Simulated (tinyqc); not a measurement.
Worked calculation: MP2 on RHF in the sto-6g basis, for H2, spin multiplicity 1. Computed by tinyqc, a small Python program that keeps every step (integrals from PySCF). Settings: charge = 0, multiplicity = 1, basis = sto-6g, method = RHF, energy threshold = 1e-10, iteration cap = 78, orthogonalisation = symmetric, start = core, DIIS depth = 6. Command: `OMP_NUM_THREADS=1 python tinyqc.py 28264 28265 out.jsonl` (the two numbers bound the seeds that draw the settings). One thread of a shared host (Intel(R) Xeon(R) Processor @ 2.60GHz), about 0.05 s of CPU time with the checks. The early iterations of the SCF are left out here.

## One-electron integrals

Geometry (angstrom):
```
atom,x,y,z
H,0.000000,0.000000,0.000000
H,0.000000,0.000000,1.107000
```

Basis sto-6g: exponents (1/bohr^2) and contraction coefficients of normalised primitives:
```
element,l (shell),exponent,coefficient
H,s (1),35.523221,0.009164
H,s (1),6.513144,0.049361
H,s (1),1.822143,0.168538
H,s (1),0.625955,0.370563
H,s (1),0.243077,0.416492
H,s (1),0.100112,0.130334
```

Overlap, kinetic and nuclear-attraction integrals over the contracted functions; the nuclear repulsion is the sum of Za Zb / Rab.

nuclear repulsion = 0.47802819 hartree

overlap S:
```
,1H 1s,2H 1s
1H 1s,1.000000,0.436140
2H 1s,0.436140,1.000000
```

kinetic energy T (hartree):
```
,1H 1s,2H 1s
1H 1s,0.768522,0.077609
2H 1s,0.077609,0.768522
```

nuclear attraction V (hartree):
```
,1H 1s,2H 1s
1H 1s,-1.707998,-0.665960
2H 1s,-0.665960,-1.707998
```

core Hamiltonian H = T + V (hartree):
```
,1H 1s,2H 1s
1H 1s,-0.939476,-0.588351
2H 1s,-0.588351,-0.939476
```

## Two-electron integrals

Functions are numbered as in S; the eight-fold symmetry (ij|kl) = (ji|kl) = (kl|ij) leaves the list below.

Two-electron integrals (ij|kl) in chemists' order, unique and non-zero (hartree):
```
i,j,k,l,(ij|kl)
1,1,1,1,0.774999
2,1,1,1,0.262960
2,1,2,1,0.118545
2,2,1,1,0.444606
2,2,2,1,0.262960
2,2,2,2,0.774999
```

## Orthogonalisation

S = U s U^T; symmetric (Loewdin) form X = U s^(-1/2) U^T, so that X^T S X = 1.

eigenvalues of S: 0.563860  1.436140

X:
```
,1H 1s,2H 1s
1H 1s,1.083089,-0.248636
2H 1s,-0.248636,1.083089
```

## Iteration 2 (converged): orbitals

converged F (hartree):
```
,1H 1s,2H 1s
1H 1s,-0.218242,-0.436225
2H 1s,-0.436225,-0.218242
```

Diagonalise F' = X^T F X, C = X C', fill 1 alpha and 1 beta electrons from the bottom; D = 2 C_occ C_occ^T. Each column has its largest component positive (the first on a tie).

F' = X^T F X (hartree):
```
,1,2
1,-0.034561,-0.421152
2,-0.421152,-0.034561
```

orbital energies (hartree): MO1 -0.455712, MO2 0.386591

coefficients C:
```
,MO1,MO2
1H 1s,0.590047,0.941672
2H 1s,0.590047,-0.941672
```

D after iteration 2:
```
,1H 1s,2H 1s
1H 1s,0.696311,0.696311
2H 1s,0.696311,0.696311
```

## Convergence

Stop when the energy changes by less than 1e-10 hartree and every element of the error matrix X^T (F D S - S D F) X is below 3e-06.

Course of the cycle:
```
iteration,E (hartree),change,largest element of the error matrix
1,-1.04152704,-,5.94e-16
2,-1.04152704,-2.22e-16,2.47e-16
```

PySCF RHF in the same basis = -1.04152704 hartree

Converged in 2 iterations.

## Integrals over molecular orbitals

(pq|rs) = sum C_ip C_jq C_kr C_ls (ij|kl), one index at a time.

one-electron integrals over orbitals h = C^T H C (hartree):
```
,1,2
1,-1.063843,0.000000
2,0.000000,-0.622716
```

Two-electron integrals over orbitals (pq|rs), unique and non-zero (hartree):
```
p,q,r,s,(pq|rs)
1,1,1,1,0.608130
2,1,2,1,0.204001
2,2,1,1,0.606654
2,2,2,2,0.636688
```

## Second-order Moller-Plesset energy

Hartree-Fock energy = -1.04152704 hartree

E2 = sum_ijab (ia|jb) [2 (ia|jb) - (ib|ja)] / (e_i + e_j - e_a - e_b) over occupied i, j and virtual a, b; the opposite-spin part is (ia|jb)^2 / denominator, the rest is same-spin, and SCS-MP2 scales them by 6/5 and 1/3.

Terms:
```
i,j,a,b,(ia|jb),(ib|ja),denominator,term
1,1,2,2,0.204001,0.204001,-1.684607,-0.024704
```

Pair energies (hartree; pair i-j sums ij and ji):
```
pair,opposite spin,same spin
1-1,-0.024704,0.000000
```

MP2 correlation energy = -0.02470386 hartree

SCS-MP2 correlation energy = -0.02964464 hartree

MP2 total energy = -1.06623090 hartree
